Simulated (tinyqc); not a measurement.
Programming of a floating-gate cell by Fowler-Nordheim tunnelling: one step of the calculation.

Per tunnel area the floating gate has Ctun = 3.9 eps0/tox to the channel (0 V) and Ccg to the control gate, Ct = Ctun/(1 - ag), no other coupling. With the threshold shift U = -Q/Ccg the field is F = ag (Vg - U)/tox, and dU/dt = J/Ccg. Fowler-Nordheim: J = A F^2 exp(-B/F), A = q^2/(16 pi^2 hbar mo phi) (times 1e14 for A/cm^2 with F in V/nm, emitter mass m0), B = (4/3) sqrt(mo/C) phi^1.5, C = hbar^2/(2 m0).

Problem. Constants of the cell. A, B, Ccg = ag Ct, the starting field and current, K = A B ag/(Ccg tox), and the knee time t0 = exp(B/F(0))/K.

Inputs (values chosen for the exercise); oxide values close to those of silicon dioxide:
```
symbol,value,unit,meaning
phi,3.17,eV,tunnel barrier
mo,0.46,m0,tunnelling mass
tox,9.1,nm,tunnel oxide thickness
ag,0.69,,coupling ratio Ccg/Ct
ar,630,nm^2,tunnel area
Vt0,-1,V,threshold shift at the start
Vg,16.6,V,control-gate voltage
```

Constants: q = 1.602176634e-19 C, hbar = 1.054571817e-34 J s, m0 = 9.1093837015e-31 kg, eps0 = 8.8541878128e-14 F/cm where lengths are in cm, hbar^2/(2 m0) = 0.0380998212 eV nm^2. Results are converted to the units shown.

Find: A; B; Ccg; F(0); J(0); K; t0; electrons for 1 V of shift.

Solution.

A = 1.057e8 A cm^-2 (V/nm)^-2
B = 26.15 V/nm
Ccg = 0.8446 uF/cm^2
F(0) = 1.335 V/nm
J(0) = 0.5823 A/cm^2
K = 2.481e14 1/s
t0 = 1.303 us
electrons for 1 V of shift = 33.21

Range of the model: Programming fields of 10 MV/cm and more wear the oxide; trapping and the channel potential are ignored.

Computed by the program tinyqc: `OMP_NUM_THREADS=1 python tinyqc.py 2130037 2130038 out.jsonl`, one thread of a shared Intel Xeon 2.30GHz, about 0.01 s for the whole run.
